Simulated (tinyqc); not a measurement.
MOS capacitor with interface traps: C-V stretch-out, conductance peak and subthreshold swing: one step, computed by the program tinyqc. Command: `OMP_NUM_THREADS=1 python tinyqc.py 3018322 3018323 out.jsonl mostraps walk`. One thread of a shared host (Intel(R) Xeon(R) Processor @ 2.30GHz), about 0.01 s of CPU time with the checks.

Energies at the interface are counted from the valence band. psi > 0 means bending towards depletion, so the surface potential is -psi. Boltzmann statistics, full ionisation, no quantum confinement. Traps are neutral when filled up to E_n, with a sharp (zero-temperature) occupation.

Task: Substrate and insulator. N_c = 2 M_c (2 pi m_e k_B T/h^2)^(3/2) and N_v = 2 (2 pi m_h k_B T/h^2)^(3/2), masses in units of m_0. n_i = sqrt(N_c N_v) exp(-E_g/2 k_B T); E_F = E_g - k_B T ln(N_c/N); phi_B = (k_B T/e) ln(N/n_i); L_D = sqrt(eps_s eps_0 k_B T/(e^2 N)); C_ox = eps_ox eps_0/t_ox.

Inputs (values chosen for the exercise, modelled on beta-Ga2O3, with an insulator like Si3N4):
```
quantity                     value   unit
gap E_g                       4.77     eV
electron mass m_e             0.29    m_0
valleys M_c                      1      -
hole mass m_h                 3.11    m_0
dielectric constant eps_s     10.3      -
doping N                   2.1e+15  cm^-3
insulator constant eps_ox        7      -
insulator thickness t_ox        17     nm
temperature T                  400      K
```

Substrate: n-type. Trap spectrum: flat.

Constants: m_0 = 9.1093837015e-31 kg; k_B = 1.380649e-23 J/K; h = 6.62607015e-34 J s; k_B = 8.617333262e-05 eV/K; eps_0 = 8.8541878128e-12 F/m; e = 1.602176634e-19 C.

Give: k_B T; n_i; bulk E_F; phi_B; Debye length L_D; C_ox; effective density of states of the majority band.

Result:

k_B T = 0.03447 eV

n_i = 3.189e-11 cm^-3

bulk E_F = 4.496 eV

phi_B = 2.049 V

Debye length L_D = 96.66 nm

C_ox = 0.3646 microF/cm^2

effective density of states of the majority band = 6.034e+18 cm^-3
